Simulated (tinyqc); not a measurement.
Film, cylinder and sphere at the same misfit: thermal stress, cracking, delamination and buckling of a thin film; Griffith cracks and misfitting inclusions. Computed by tinyqc, a small Python program. Command: `OMP_NUM_THREADS=1 python tinyqc.py 3009329 3009330 out.jsonl filmcrack walk`. One thread of a shared host (Intel(R) Xeon(R) Processor @ 2.30GHz), about 0.01 s of CPU time with the checks.

Isotropic linear elasticity; the substrate is much thicker than the film; stress is positive in tension.

Inputs (values chosen for the exercise, modelled on a silicon nitride film on silicon):
```
quantity                       value        unit
film Young's modulus E           242         GPa
film Poisson ratio nu           0.26           -
film expansion alpha_f          3.09      1e-6/K
substrate expansion alpha_s      3.2      1e-6/K
deposition temperature T_d       600           K
final temperature T              300           K
intrinsic stress                 680         MPa
film thickness h                 3.5  micrometre
substrate Young's modulus E_s    145         GPa
substrate Poisson ratio nu_s    0.27           -
```

Method. Thermal strain = (alpha_f - alpha_s)(T_d - T); stress = E/(1 - nu) x strain + intrinsic stress; plane-strain modulus Ebar = E/(1 - nu^2); G0 = stress^2 h/(2 Ebar) is the energy freed per area when a long strip loses its stress across its width. Thermal misfit e alone, mean stress = trace/3 and largest difference of principal stresses inside. Film: E e/(1 - nu) in two directions, 0 in the third. Cylinder: s0 = (1 + nu) e/[(1 + nu)(1 - 2 nu)/E + (1 + nu_s)/E_s] twice and s_zz = E e + 2 nu s0. Sphere: e/[(1 - 2 nu)/E + (1 + nu_s)/(2 E_s)] three times.

thermal strain = -3.30e-05

Stresses inside (MPa):
```
shape          s1       s2       s3     mean  largest difference
film      -10.792  -10.792   0.0000  -7.1946              10.792
cylinder   -3.693   -3.693  -9.9066  -5.7645               6.213
sphere     -5.186   -5.186  -5.1864  -5.1864               0.000
```

The mean stress in size is 7 MPa in the film, 6 in the cylinder and 5 in the sphere, while the largest difference, twice the largest shear stress, goes from 11 through 6 to 0. In a ductile solid shear can relax by slip and hydrostatic stress cannot.

Extremes, crossings and ranges named in words are read from the listed rows.
